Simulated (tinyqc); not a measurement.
Grain-boundary diffusion: Harrison regimes, Fisher and Le Claire analysis, Hart average: one step, computed by the program tinyqc.

A boundary is a slab of width delta with diffusivity D_b, normal to a surface held at constant concentration; it leaks into grains of diffusivity D.

Problem. Effective diffusivity. Hart average for parallel slabs: f = delta/d, D_eff = (s f D_b + (1 - f) D)/(1 - f + s f); share of the boundaries = s f D_b/(s f D_b + (1 - f) D); depth sqrt(D_eff t).

Inputs (values chosen for the exercise, for a model polycrystal):

| quantity | value | unit |
|---|---|---|
| boundary width delta | 0.74 | nm |
| segregation factor s | 1 | - |
| grain size d | 14 | um |
| temperature T | 1070 | K |
| time t | 880000 | s |

D_b = 2.113371e-12 m^2/s

D = 1.331736e-17 m^2/s

Give: boundary fraction f; D_eff; share of the boundaries; depth sqrt(D_eff t).

Solution.

boundary fraction f = 5.286e-05

D_eff = 1.250e-16 m^2/s

share of the boundaries = 0.8935

depth sqrt(D_eff t) = 10.49 um

Caution: outside regime A (which needs sqrt(D t) above about 3 d) the Hart average and its depth are formal: they describe a profile only in regime A or at steady state.
